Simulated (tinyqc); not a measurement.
Undoped symmetric double-gate MOSFET, analytic potential model: two steps of the calculation.

An undoped body of thickness ts between two equal insulators and tied gates; long channel, electrons only, n = ni exp((psi - V)/Vt) with V the quasi-Fermi potential (0 at the source, Vd at the drain), constant mobility, no quantisation. Across the body psi(x) = V - 2 Vt ln[(ts/(2 beta)) sqrt(q ni/(2 eps0 eps_r Vt)) cos(2 beta x/ts)], x from the centre. Q is the electron charge per area of the whole body.

Values chosen for this exercise; material values close to those of In0.53Ga0.47As:

| symbol | value | unit | meaning |
|---|---|---|---|
| T | 300 | K | temperature |
| Eg | 0.746 | eV | band gap |
| eps_r | 14.2 |  | relative permittivity of the semiconductor |
| Nc | 2.1e17 | cm^-3 | conduction-band density of states at T |
| Nv | 7.65e18 | cm^-3 | valence-band density of states at T |
| eox | 25.3 |  | relative permittivity of the gate insulator |
| tox | 9.3 | nm | insulator thickness |
| ts | 8 | nm | body thickness |
| dphi | 0.24 | V | gate work function less that of the intrinsic body |
| Vg | 0.93 | V | gate voltage |

Constants: q = 1.602176634e-19 C, kB = 1.380649e-23 J/K, Vt = kB T/q, eps0 = 8.8541878128e-14 F/cm where lengths are in cm. Results are converted to the units shown.

Question 1. Constants of the body. ni = sqrt(Nc Nv) exp(-Eg/(2 Vt)), Eg in volts; r = eps_r tox/(eox ts); V0 = dphi + 2 Vt ln[(2/ts) sqrt(2 eps0 eps_r Vt/(q ni))].

Give: ni; r; V0.

Answer 1.

ni = 6.868e11 cm^-3
r = 0.6525
V0 = 0.6309 V

Question 2. beta at the source by Newton steps in z = ln(tan beta). With V = 0, t = exp(z), beta = arctan(t): f = ln(beta) + (1/2) ln(1 + t^2) + 2 r beta t - (Vg - V0)/(2 Vt); with c = t/(1 + t^2), df/dz = c/beta + t c + 2 r t (c + beta); z(new) = z - f/(df/dz).

z at the start = -1
r = 0.65247036
V0 = 0.63092879 V

Give: beta; f; df/dz; z after iteration 1.

Answer 2.

beta = 0.35251
f = -6.5943
df/dz = 1.3632
z after iteration 1 = 3.8374

Computed by the program tinyqc: `OMP_NUM_THREADS=1 python tinyqc.py 2440173 2440174 out.jsonl`, one thread of a shared Intel Xeon 2.30GHz, about 0.02 s for the whole run.
